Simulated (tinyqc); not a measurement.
Inside a calculation: donors with valley-orbit split 1s states. Values are carried at full precision from step to step, so a last printed digit may differ when a step is redone from the rounded ones.

Each donor binds at most one electron, in any of its states. For a site s, W_s = sum over its states of g exp(E/kT), and the ionised share is 1/(1 + W_s exp(eta)), eta = (EF - Ec)/kT; n = Nc F_1/2(eta); neutrality n + NA = ND x (mean ionised share); holes are neglected. Nc from N = 2 (m kB T/(4 pi c))^(3/2) with c = hbar^2/2m0, in 1/angstrom^3; times 1e24 for 1/cm^3, m = md. F_j(eta) = (1/Gamma(j + 1)) integral_0^infinity x^j dx/(1 + exp(x - eta)), which tends to exp(eta) for eta << 0.

Constants: hbar^2/2m0 = 3.80998211 eV angstrom^2; kB = 8.617333262e-05 eV/K.

Inputs chosen for the exercise (near those of P in Si; the results hold for these values, not for the real material):
```
symbol  value               unit        meaning
md      1.046               m0          density-of-states mass of the conduction band
E       (46.7, 34.9, 33.2)  meV         binding energies of 1s(A1), 1s(T2), 1s(E)
g       (2, 6, 4)                       their degeneracies with spin
T       400                 K
ND      8.4e+17             1/cm^3      donors
NA      2.1e+17             1/cm^3      compensating acceptors, all ionised
mu0     60                  cm^2/(V s)  mobility at heavy doping
mu1     1436                cm^2/(V s)  mobility at light doping and 300 K
Nr      1.1e+17             1/cm^3      reference doping
de      0.72                            doping exponent
ga      2.3                             temperature exponent
```

## Partition sums of the neutral donor

Give each term g exp(E/kT), W_s, and the effective degeneracy W_s exp(-E_ground/kT).

Nc = 4.1331e+19 1/cm^3

terms: 1s(A1) 7.752, 1s(T2) 16.51, 1s(E) 10.48

W_s: donor 34.747

effective degeneracy: donor 8.964

The ground state alone would give 2 and all states together 12; here the excited states hold 78 % of the bound electrons.

## Neutrality

Solve for eta.

eta = -4.602
n = 4.13e+17 1/cm^3

ionised share: donor 0.742

n is 0.655 of ND - NA.

## Mobility and resistivity

Mobility (Caughey-Thomas form): mu = mu0 + (mu1 (T/300)^(-ga) - mu0)/(1 + ((ND + NA)/Nr)^de); rho = 1/(e n mu), e = 1.602176634e-19 C.

Compare with full ionisation, n = ND - NA.

mu = 172.1 cm^2/(V s)
rho = 0.0878 ohm cm
rho at full ionisation = 0.0576 ohm cm

Incomplete ionisation raises rho by a factor 1.53.

## Checks

- n at ND = 1e13 1/cm^3 against the root of n^2 = (Nc/W)(ND - n) (1/cm^3): both 1.000e+13.

Computed by tinyqc, a small Python program: `OMP_NUM_THREADS=1 python tinyqc.py 1650134 1650135 out.jsonl` (the numbers bound the seed that draws the inputs); one thread of a shared host (Intel(R) Xeon(R) Processor @ 2.30GHz), about 0.02 s for the whole set of steps.
